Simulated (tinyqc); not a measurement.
The integration grid: Kohn-Sham TPSS on finer and finer grids in the sto-6g basis, for BeH2, spin multiplicity 1. Computed by the program tinyqc with PySCF. Command: `OMP_NUM_THREADS=1 python tinyqc.py 112567 112568 out.jsonl`; one thread of a shared host (Intel(R) Xeon(R) Processor @ 2.60GHz), about 8 s.

Geometry (angstrom):
```
atom       x        y       z
Be    0.0000   0.0000  0.0000
H     0.0000   1.2650  0.0000
H     0.0000  -1.2650  0.0000
```

Self-consistent on each grid; the net force on the molecule should vanish.

Kohn-Sham energy on Becke grids (radial x angular points per atom):
```
grid       points  residual of the electron count  E (hartree)  E - finest (mhartree)  largest net force without grid terms (hartree/bohr)
10 x 14       406                       -4.60e-02   -15.841279              38.802977                                             4.16e-15
15 x 26      1150                        2.45e-02   -15.878982               1.099549                                             1.93e-15
20 x 50      2972                        6.84e-04   -15.879827               0.255264                                             1.11e-15
30 x 86      7698                        5.99e-05   -15.880149              -0.066866                                             1.77e-15
50 x 194    29030                       -1.35e-06   -15.880081               0.000980                                             1.17e-15
75 x 302    67778                        1.38e-07   -15.880082               0.000109                                             1.43e-15
120 x 590  212038                        1.34e-10   -15.880082               0.000000                                             6.59e-16
```

The energy is within 0.1 mhartree of the finest grid first at 30 x 86. The error has both signs, since quadrature is not variational. The net force vanishes by symmetry here, so only the electron count signals a poor grid.
